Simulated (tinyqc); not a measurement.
Type-II superlattice in the two-band Kane model: one step. Electron mass along the axis. Three cases, with inputs chosen for the exercise.

Problem. m_z = -2 c f'/d^2 with f = tr/2 differentiated at the bottom of C1 (central difference of 1e-6 eV); compare the bulk edge mass (EcA - EvA)/EpA.

Motion along the axis, period d = a + b, c = hbar^2/2m0. Conduction and light-hole bands couple: (E - Ec)(E - Ev) = Ep c k^2 in each layer, with mass m(E) = (E - Ev)/Ep, which may be negative. The conduction envelope psi and psi'/m(E) are continuous; a layer carries them by [[cos kt, (m/k) sin kt], [-(k/m) sin kt, cos kt]] (cosh and sinh for k^2 < 0), and cos(q d) = tr(M_B M_A)/2. C1 is the first miniband above EvB, with its bottom at tr/2 = +1 and its top at -1; the gap is the bottom of C1 less the top heavy-hole level HH1.

Constants: hbar^2/2m0 = 3.80998211 eV angstrom^2.

Give: f'; m_z; bulk edge mass of A.

Case 1.

Values chosen (near those of an InAs/GaSb superlattice; not measured data): a = 32 angstrom (layer A); b = 48 angstrom (layer B); EcA = 0 eV (conduction edge of A); EvA = -0.413 eV (valence edge of A); EcB = 0.961 eV (conduction edge of B); EvB = 0.156 eV (valence edge of B); EpA = 14.2 eV (coupling energy in A); EpB = 18.3 eV (coupling energy in B).

bottom of C1 = 0.358182 eV

Solution.

f' = -41.51 1/eV
m_z = 0.0494 m0
bulk edge mass of A = 0.0291 m0

Case 2.

Values chosen (near those of an InAs/GaSb superlattice; not measured data): a = 27 angstrom (layer A); b = 50 angstrom (layer B); EcA = 0 eV (conduction edge of A); EvA = -0.419 eV (valence edge of A); EcB = 0.981 eV (conduction edge of B); EvB = 0.161 eV (valence edge of B); EpA = 14.6 eV (coupling energy in A); EpB = 18.3 eV (coupling energy in B).

bottom of C1 = 0.423617 eV

Solution.

f' = -41.85 1/eV
m_z = 0.0538 m0
bulk edge mass of A = 0.0287 m0

Case 3.

Values chosen (near those of an InAs/GaSb superlattice; not measured data): a = 36 angstrom (layer A); b = 49 angstrom (layer B); EcA = 0 eV (conduction edge of A); EvA = -0.41 eV (valence edge of A); EcB = 0.942 eV (conduction edge of B); EvB = 0.13 eV (valence edge of B); EpA = 14.5 eV (coupling energy in A); EpB = 17.9 eV (coupling energy in B).

bottom of C1 = 0.318972 eV

Solution.

f' = -48.75 1/eV
m_z = 0.0514 m0
bulk edge mass of A = 0.0283 m0

Computed by tinyqc, one run a case: `OMP_NUM_THREADS=1 python tinyqc.py N N+1 out.jsonl` with N = 1250527, 1250656, 1250797; one thread of a shared Intel(R) Xeon(R) Processor @ 2.30GHz, about 4 s a run at most.
